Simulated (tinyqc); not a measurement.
Worked calculation: plane-wave Kohn-Sham cycle with exchange-only LDA in a layered model solid. One step of it, computed by the program tinyqc.

Problem. Iteration 2: levels at that k. Diagonalise the Hermitian matrix.

H (hartree), order -2, -1, +0, +1, +2:
```
[[0.182132, -0.358527, -0.012283, -0.001957, -0.000050],
 [-0.358527, -0.079649, -0.358527, -0.012283, -0.001957],
 [-0.012283, -0.358527, -0.151044, -0.358527, -0.012283],
 [-0.001957, -0.012283, -0.358527, -0.032053, -0.358527],
 [-0.000050, -0.001957, -0.012283, -0.358527, 0.277324]]
```

Give: eigenvalues.

Solution.

eigenvalues (hartree): [-0.696, -0.289, 0.104, 0.468, 0.610]
